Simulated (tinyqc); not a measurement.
Bulk transistor, scale length and short-channel effects: effect of the drain voltage.

A gate, an insulator of thickness ti and a depleted layer of depth ts on a conducting body. Below threshold the potential that source and drain add obeys Laplace's equation and vanishes on the gate and at the bottom of the depleted layer. Its lowest mode decays along the channel as exp(-k y); k is the smallest positive root of the matching condition at the interface, and the scale length is Lambda = pi/k.

k is the smallest positive root of f(k) = eps_r sin(k ti) cos(k ts) + ei cos(k ti) sin(k ts). Along the channel psi(y) = s + a exp(y/l) + b exp(-y/l) with psi(0) = Vbi, psi(L) = Vbi + Vds and l = 1/k = Lambda/pi; with A = Vbi - s, B = A + Vds, x = exp(-L/l): a = (B - A x) x/(1 - x^2), b = (A - B x)/(1 - x^2). The minimum is s + 2 sqrt(a b), at y = (l/2) ln(b/a). The long-channel potential follows the gate as s = sT + (Vg - VTL)/m, and the threshold VT is the gate voltage at which the minimum equals sT. Swing = m Vt ln 10/g at threshold, g = d(minimum)/ds = 1 - (b x + a)/((1 + x) sqrt(a b)). DIBL = [VT(0.05 V) - VT(Vds)]/(Vds - 0.05 V). sT and Vbi are held fixed; m = 1 + eps_r ti/(ei ts) in each row.

Inputs (values chosen for the exercise); permittivities: semiconductor close to that of In0.53Ga0.47As, insulator close to that of hafnium oxide: temperature T = 293 K; relative permittivity of the semiconductor eps_r = 13.8; relative permittivity of the insulator ei = 22.5; insulator thickness ti = 4.2 nm; depletion depth ts = 20 nm; channel length L = 42 nm; potential of the source Vbi = 0.91 V; potential of the barrier top at threshold sT = 0.45 V.

Constants: q = 1.602176634e-19 C, kB = 1.380649e-23 J/K, Vt = kB T/q. Results are converted to the units shown.

The same in every row: Lambda (nm) = 22.77; L/Lambda = 1.845.

Result of one run:
```
VT - VTL at Vds (mV)  DIBL (mV/V)  swing (mV/decade)
-120.4                      50.31              75.14
```

Which drain voltage Vds gave this result: 0.35, 0.8, 0.95 or 1.1 V?

Vds = 1.1 V.

The whole series:
```
Vds (V)  VT - VTL at Vds (mV)  DIBL (mV/V)  swing (mV/decade)
0.2                    -76.96        62.72              73.85
0.35                   -85.46        59.70              74.03
0.5                    -93.29        57.21              74.23
0.65                   -100.6        55.11              74.45
0.8                    -107.5        53.30              74.68
0.95                   -114.1        51.72              74.91
1.1                    -120.4        50.31              75.14
```

As Vds goes from 0.2 to 1.1 V, Lambda stays at 22.8 nm, DIBL falls from 62.7 to 50.3 mV/V and the swing rises from 73.9 to 75.1 mV a decade.

tinyqc, about 0.01 s, one thread, Intel Xeon 2.30GHz (shared host): `OMP_NUM_THREADS=1 python tinyqc.py 2420032 2420033 out.jsonl`
